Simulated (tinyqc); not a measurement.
Inside a calculation. Method: coherent transport through a tight-binding region between two chains. Computed by tinyqc, a small Python program that keeps every step. Settings: temperature = 300, mu = -0.12. Command: `OMP_NUM_THREADS=1 python tinyqc.py 25084 25085 out.jsonl` (the two numbers bound the seeds that draw the settings). One thread of a shared host (Intel(R) Xeon(R) Processor @ 2.60GHz), about 0.07 s of CPU time with the checks.

## Transmission at E = -0.68 eV

H of the central region (eV):
```
           1          2          3          4          5          6
1   0.730000  -2.470000   0.000000   0.000000   0.000000  -2.470000
2  -2.470000   0.540000  -2.470000   0.000000   0.000000   0.000000
3   0.000000  -2.470000  -0.890000  -2.470000   0.000000   0.000000
4   0.000000   0.000000  -2.470000   0.300000  -2.470000   0.000000
5   0.000000   0.000000   0.000000  -2.470000  -0.540000  -2.470000
6  -2.470000   0.000000   0.000000   0.000000  -2.470000   0.470000
```

Leads: semi-infinite chains with site energy 0:
```
parameter                           value
lead hopping t (eV)              1.930000
coupling to the left lead (eV)   1.350000
coupling to the right lead (eV)  0.840000
left contact site                       1
right contact site                      4
```

E = -0.680000 eV

Surface Green function g = (E - i sqrt(4 t^2 - E^2)) / (2 t^2); self-energy tc^2 g on each contact site; G = (E - H - Sigma)^(-1); Gamma = -2 Im Sigma; T = Gamma_L Gamma_R |G_LR|^2; local density of states -Im G_ii / pi.

g = -0.091278-0.510031i 1/eV

G (1/eV):
```
                     1                    2                    3                    4
1   0.151797-0.043117i   0.235314-0.041112i  -0.035570+0.022811i  -0.232289+0.039172i
2   0.235314-0.041112i   0.049223-0.055664i   0.193857+0.013617i  -0.065705+0.054507i
3  -0.035570+0.022811i   0.193857+0.013617i   0.131321-0.016085i   0.199836-0.012250i
4  -0.232289+0.039172i  -0.065705+0.054507i   0.199836-0.012250i   0.048714-0.053465i
5  -0.044829+0.025554i  -0.210271+0.016161i  -0.059029-0.017572i   0.215290-0.014667i
6   0.229748-0.037724i   0.053786-0.053591i  -0.203182+0.011254i  -0.036512+0.052634i

                     5                    6
1  -0.044829+0.025554i   0.229748-0.037724i
2  -0.210271+0.016161i   0.053786-0.053591i
3  -0.059029-0.017572i  -0.203182+0.011254i
4   0.215290-0.014667i  -0.036512+0.052634i
5   0.136697-0.019233i   0.197316+0.013576i
6   0.197316+0.013576i   0.047696-0.051864i
```

local density of states (1/eV): 0.013725  0.017719  0.005120  0.017018  0.006122  0.016509

transmission = 0.074253

## Transmission across the band

The same steps on a grid of energies.

T(E):
```
E (eV)              T
-3.66700000  0.018249
-3.30030000  0.072353
-2.93360000  0.212035
-2.56690000  0.518593
-2.20020000  0.535187
-1.83350000  0.270717
-1.46680000  0.152346
-1.10010000  0.101451
-0.73340000  0.076684
-0.36670000  0.063806
0.00000000   0.057418
0.36670000   0.055390
0.73340000   0.057143
1.10010000   0.063282
1.46680000   0.076094
1.83350000   0.101842
2.20020000   0.161260
2.56690000   0.281757
2.93360000   0.794739
3.30030000   0.510904
3.66700000   0.062019
```

levels of the isolated region (eV): -4.924292  -2.653933  -2.108524  2.428859  2.742136  5.125754

## Current

I = (2e/h) int T(E) [f(E - mu - V/2) - f(E - mu + V/2)] dE at 300 K with mu = -0.12 eV, the bias not changing H; 2e^2/h = 77.48092 microsiemens; the integral runs over the band on 4001 points.

Current:
```
V (volt)  I (microampere)
0.010000         0.045717
0.050000         0.228596
0.100000         0.457277
0.200000         0.915234
0.400000         1.835933
0.800000         3.716475
```
